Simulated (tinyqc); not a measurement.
Inside a calculation: alloy A(1-x)B(x) by interpolation with bowing. Values are carried at full precision from step to step, so a last printed digit may differ when a step is redone from the rounded ones.

Each gap follows E(x) = (1 - x) E_A + x E_B - C x (1 - x); the lattice constant follows Vegard, a(x) = (1 - x) a_A + x a_B.

Constants: hc = 1239.841984 eV nm; kB = 8.617333262e-05 eV/K.

Inputs chosen for the exercise (A near InAs, B near GaAs; not measured data): a = (6.049, 5.661) angstrom (lattice constant of A, B); x = 0.62 (fraction of B); Eg = (0.418, 1.501) eV (gap at Gamma to the s-like level of A, B); EgX = (1.413, 1.957) eV (gap to the lowest valley along Gamma-X of A, B); EgL = (1.133, 1.812) eV (gap to L of A, B); C = (0.417, 1.304, 0.375) eV (bowing of the Gamma, X and L gaps); Dso = (0.391, 0.345) eV (spin-orbit splitting of A, B); Ep = (21.7, 25.5) eV (Kane energy of A, B); me = (0.0257, 0.0667) m0 (electron mass at Gamma of A, B); Cs = 0.15 eV (bowing of Dso); md = (0.0502, 0.93, 0.56) m0 (density-of-states masses of Gamma, all X and all L valleys); T = 77 K (temperature).

## Gaps and lattice constant at x

Also give the wavelength hc/E of the lowest gap.

a(x) = 5.8084 angstrom

linear parts (eV): Gamma 1.0895, X 1.7503, L 1.5540

bowing terms C x (1 - x) (eV): Gamma 0.0982, X 0.3072, L 0.0883

gaps (eV): Gamma 0.9912, X 1.4431, L 1.4656

wavelength of the lowest gap = 1250.8 nm

The lowest valley is Gamma, so the gap is direct; the next, X, lies 452 meV higher.

## Where the valleys cross

The difference of two gaps is a quadratic q2 x^2 + q1 x + q0 with q2 = C_i - C_j, q1 = (E_B - E_A - C)_i - (E_B - E_A - C)_j, q0 = E_A,i - E_A,j; give its roots between 0 and 1 (a dash: none).

Crossings:
```
pair         q2      q1      q0  first root  second root
Gamma-X  -0.887   1.426  -0.995           -            -
Gamma-L   0.042   0.362  -0.715           -            -
X-L       0.929  -1.064   0.280      0.4098       0.7356
```

The lowest valley is Gamma at every x. The other crossings lie above the lowest valley.

## Electron mass of the alloy

Mass at Gamma from the Kane formula 1/m = F + Ep (Eg + 2 Dso/3)/(Eg (Eg + Dso)). F is fixed by the masses of A and B and interpolated linearly, as is Ep; Eg and Dso carry their bowing.

Compare with the linear interpolation of the masses.

F of A, B: -4.6398  -0.9378

Ep, Eg, Dso at x (eV): 24.0560  0.9912  0.3271

m(x) from the Kane formula = 0.0502 m0
m(x) linear = 0.0511 m0

The Kane value lies 1.8 % below the linear one.

## Shares of the electrons in the valleys

Non-degenerate: n_i proportional to md_i^(3/2) exp(-E_i/kT).

md^(3/2): Gamma 0.0112, X 0.8969, L 0.4191

(E - E_min)/kT: Gamma 0.00, X 68.10, L 71.50

shares: Gamma 1.000, X 0.000, L 0.000

Gamma holds most electrons (100.0 %).

## Checks

- The X and L gaps at their crossing x = 0.4098 (eV): both 1.3205.

Run: tinyqc, `OMP_NUM_THREADS=1 python tinyqc.py 1080270 1080271 out.jsonl`; Intel(R) Xeon(R) Processor @ 2.30GHz, one thread, shared host; about 0.01 s of CPU time with all checks.
